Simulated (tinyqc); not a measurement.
From results back to parameters: two-band massive Dirac model of the K valleys. Two cases, with inputs chosen for the exercise.

Problem. In the valley model H = [[D/2, a t (kx - i ky)], [a t (kx + i ky), -D/2 + lam sz]], sz = +/-1, a t is hbar v. The gaps of the two spins, A and B, are G = D - lam and D + lam, the band-edge mass of A is c (D - lam)/(a t)^2, c = hbar^2/2m0, and its Berry curvature at the edge is 2 (a t)^2/G^2 in size. The values below come from hidden D, lam and t.

Constants: hbar^2/2m0 = 3.80998211 eV angstrom^2.

Case 1.

Values chosen (out of a larger set: near those used for monolayer MoS2; not measured data): a = 3.199 angstrom (lattice constant).

gaps (eV): A 1.5420, B 1.6780

mass of A = 0.483199 m0

Case 2.

Values chosen (out of a larger set: near those used for monolayer WSe2; not measured data): a = 3.315 angstrom (lattice constant).

gaps (eV): A 1.3540, B 1.7460

mass of A = 0.286520 m0

Find: D, lam, t; |Omega| at the A edge.

Solution. The mean of the gaps is D and half their difference lam; a t = sqrt(c G_A/m). The curvature 2 (a t)^2/G^2 equals 2c/(m G).

Case 1.

D, lam, t (eV): 1.610  0.068  1.090

|Omega| at the A edge = 10.227 angstrom^2

Case 2.

D, lam, t (eV): 1.550  0.196  1.280

|Omega| at the A edge = 19.642 angstrom^2

Computed by tinyqc, one run a case: `OMP_NUM_THREADS=1 python tinyqc.py N N+1 out.jsonl` with N = 1450818, 1450896; one thread of a shared Intel(R) Xeon(R) Processor @ 2.30GHz, about 0.01 s a run at most.
